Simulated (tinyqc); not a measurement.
From a target to a composition: model-solid line-up of a strained alloy layer on a substrate.

Problem. A layer of the alloy is strained to the substrate, and its gap (Ec minus the top valence edge) is given. Find x between 0.19 and 0.97, where the gap is monotonic.

All values of the alloy are linear in x but the gap, Eg(x) = (1 - x) Eg_A + x Eg_B - C x (1 - x), and the valence edge, Ev(x) = (1 - x) Ev_A + x Ev_B + fv C x (1 - x); Ec = Ev + Eg. Ev is the top of the unstrained valence band on a scale common to all materials. In the layer only the Gamma valley of the conduction band is followed, also where an X or L valley would lie lower.

Coherent growth on a (001) face: e_par = (a_s - a)/a, e_perp = -2 (C12/C11) e_par; exx = eyy = e_par, ezz = e_perp, no shear.

Strained edges: Ec + ac tr(e); the valence edges are Ev plus the levels of the 6 x 6 matrix of X, Y, Z times spin with -Dso/3 + l exx + m (eyy + ezz) on the diagonal (cyclic), n exy off it, l = av + 2 b, m = av - b, n = sqrt(3) d. Spin-orbit term (Dso/3) L.sigma on X, Y, Z with (L_k)_ij = -i epsilon_kij: <X+|H|Y+> = -i Dso/3, <X+|H|Z-> = Dso/3, <Y+|H|Z-> = -i Dso/3, <Z+|H|X-> = -Dso/3, <Z+|H|Y-> = i Dso/3, <X-|H|Y-> = i Dso/3, and their conjugates; + and - are the spin along z.

Parameters, chosen for this exercise (A near GaP, B near GaAs, substrate near GaAs; the results hold for these values, not for the real material): a = (5.458, 5.661) angstrom (lattice constant of A, B); Eg = (2.896, 1.528) eV (gap at Gamma to the s-like level of A, B); Dso = (0.079, 0.336) eV (spin-orbit splitting of A, B); Ev = (-1.28, -0.8) eV (top of the unstrained valence band of A, B); ac = (-8.16, -7.06) eV (conduction deformation potential of A, B); av = (1.69, 1.14) eV (valence hydrostatic potential of A, B); b = (-1.62, -1.99) eV (tetragonal shear potential of A, B); d = (-4.62, -4.8) eV (trigonal shear potential of A, B); C11 = (141.4, 123.5) GPa (of A, B); C12 = (62.3, 57.4) GPa (of A, B); C44 = (69.9, 59.4) GPa (of A, B); C = 0.206 eV (bowing of the gap); fv = 0 (share of the bowing taken by the valence edge); a_s = 5.661 angstrom (substrate); face = 001 (growth face).

strained gap = 1.627861 eV

Find: x; e_par; gap of the relaxed alloy.

Solution. Bisect on x; the strained gap is 2.1284 eV at x = 0.19 and 1.5493 eV at x = 0.97.

x = 0.860
e_par = 0.505 %
gap of the relaxed alloy = 1.695 eV

Computed by tinyqc, a small Python program: `OMP_NUM_THREADS=1 python tinyqc.py 1080634 1080635 out.jsonl` (the numbers bound the seed that draws the inputs); one thread of a shared host (Intel(R) Xeon(R) Processor @ 2.30GHz), about 0.02 s for the whole set of steps.
